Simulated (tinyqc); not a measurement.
Thresholds of impact ionisation and Auger recombination from band masses: one step. Non-parabolicity raises the threshold. Five cases, with inputs chosen for the exercise.

Task: Give alpha, E_T, E_a = E_T - Eg and k4.

Non-parabolic fast electron: E (1 + alpha E) = c k^2/me with alpha = (1 - me)^2/Eg; the slow carriers stay parabolic, so E_T = Eg + me E_T (1 + alpha E_T)/M, M = 2 me + mh (the root between Eg and 1.9 Eg).

Constants: hbar^2/2m0 = 3.80998211 eV angstrom^2.

Give: alpha; E_T; E_a; k4.

Case 1.

Values chosen (out of a larger set: near those of InAs, gap at low temperature and not tied to T; not measured data): Eg = 0.409 eV (gap at Gamma to the s-like level); me = 0.0255 m0 (electron mass at Gamma); mh = 0.44 m0 (heavy-hole mass).

Result:

alpha = 2.3219 1/eV
E_T = 0.4581 eV
E_a = 0.0491 eV
k4 = 0.07954 1/angstrom

E_a is 2.19 times the parabolic value, since an electron at E_T above the edge has 1 + alpha E_T = 2.06 times the squared momentum, and E_T itself is 1.06 times higher.

Case 2.

Values chosen (out of a larger set: near those of InSb, gap at low temperature and not tied to T; not measured data): Eg = 0.229 eV (gap at Gamma to the s-like level); me = 0.0132 m0 (electron mass at Gamma); mh = 0.45 m0 (heavy-hole mass).

Result:

alpha = 4.2523 1/eV
E_T = 0.2427 eV
E_a = 0.0137 eV
k4 = 0.04133 1/angstrom

E_a is 2.09 times the parabolic value, since an electron at E_T above the edge has 1 + alpha E_T = 2.03 times the squared momentum, and E_T itself is 1.03 times higher.

Case 3.

Values chosen (out of a larger set: near those of InAs, gap at low temperature and not tied to T; not measured data): Eg = 0.422 eV (gap at Gamma to the s-like level); me = 0.0266 m0 (electron mass at Gamma); mh = 0.44 m0 (heavy-hole mass).

Result:

alpha = 2.2453 1/eV
E_T = 0.4749 eV
E_a = 0.0529 eV
k4 = 0.08277 1/angstrom

E_a is 2.20 times the parabolic value, since an electron at E_T above the edge has 1 + alpha E_T = 2.07 times the squared momentum, and E_T itself is 1.06 times higher.

Case 4.

Values chosen (out of a larger set: near those of InP, gap at low temperature and not tied to T; not measured data): Eg = 1.465 eV (gap at Gamma to the s-like level); me = 0.0807 m0 (electron mass at Gamma); mh = 0.55 m0 (heavy-hole mass).

Result:

alpha = 0.5769 1/eV
E_T = 1.9264 eV
E_a = 0.4614 eV
k4 = 0.29350 1/angstrom

E_a is 2.46 times the parabolic value, since an electron at E_T above the edge has 1 + alpha E_T = 2.11 times the squared momentum, and E_T itself is 1.17 times higher. In the real crystal the L valleys lie below this energy, so the fast electron may not stay in the Gamma valley.

Case 5.

Values chosen (out of a larger set: near those of InP, gap at low temperature and not tied to T; not measured data): Eg = 1.392 eV (gap at Gamma to the s-like level); me = 0.0773 m0 (electron mass at Gamma); mh = 0.65 m0 (heavy-hole mass).

Result:

alpha = 0.6116 1/eV
E_T = 1.7358 eV
E_a = 0.3438 eV
k4 = 0.26946 1/angstrom

E_a is 2.32 times the parabolic value, since an electron at E_T above the edge has 1 + alpha E_T = 2.06 times the squared momentum, and E_T itself is 1.13 times higher. In the real crystal the L valleys lie below this energy, so the fast electron may not stay in the Gamma valley.

Computed by tinyqc, one run a case: `OMP_NUM_THREADS=1 python tinyqc.py N N+1 out.jsonl` with N = 1850951, 1850993, 1851055, 1851144, 1851155; one thread of a shared Intel(R) Xeon(R) Processor @ 2.30GHz, about 0.01 s a run at most.
